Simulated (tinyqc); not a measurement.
Worked calculation: inverse iteration on a symmetric matrix. Computed by tinyqc, a small Python program that keeps every step. Settings: method = inverse, shift = 1.59. Command: `OMP_NUM_THREADS=1 python tinyqc.py 25677 25678 out.jsonl` (the two numbers bound the seeds that draw the settings). One thread of a shared host (Intel(R) Xeon(R) Processor @ 2.60GHz), about 0.01 s of CPU time with the checks.

A:
$$\begin{pmatrix}
0.264000 & -0.544000 & 0.141000 & 0.329000 \\
-0.544000 & 0.840000 & 0.052000 & -0.246000 \\
0.141000 & 0.052000 & 1.050000 & 0.654000 \\
0.329000 & -0.246000 & 0.654000 & 1.126000
\end{pmatrix}$$

Stop when the residual |A v - lambda v| is below 1e-9.

Steps:
```
step      lambda  residual
1     1.70847417  4.04e-01
2     1.82498373  2.25e-01
3     1.86434820  1.49e-01
4     1.88139814  9.83e-02
5     1.88873011  6.41e-02
6     1.89183436  4.16e-02
7     1.89313866  2.69e-02
8     1.89368488  1.74e-02
9     1.89391330  1.13e-02
10    1.89400878  7.28e-03
11    1.89404867  4.71e-03
12    1.89406534  3.04e-03
13    1.89407230  1.97e-03
14    1.89407521  1.27e-03
15    1.89407643  8.22e-04
16    1.89407693  5.31e-04
17    1.89407715  3.43e-04
18    1.89407723  2.22e-04
19    1.89407727  1.43e-04
20    1.89407729  9.27e-05
21    1.89407729  5.99e-05
22    1.89407730  3.87e-05
23    1.89407730  2.50e-05
24    1.89407730  1.62e-05
25    1.89407730  1.05e-05
26    1.89407730  6.76e-06
27    1.89407730  4.37e-06
28    1.89407730  2.82e-06
29    1.89407730  1.83e-06
30    1.89407730  1.18e-06
```

Can the last value be used, and what does the course show?

Not by the stop rule, although the second column moves by less than 1e-07 over the last three steps. Not converged in 30 steps: the residual falls only by the ratio of the two smallest distances of eigenvalues from the shift, 0.65 a step. all eigenvalues, for comparison: [-0.089586, 0.355955, 1.119554, 1.894077].
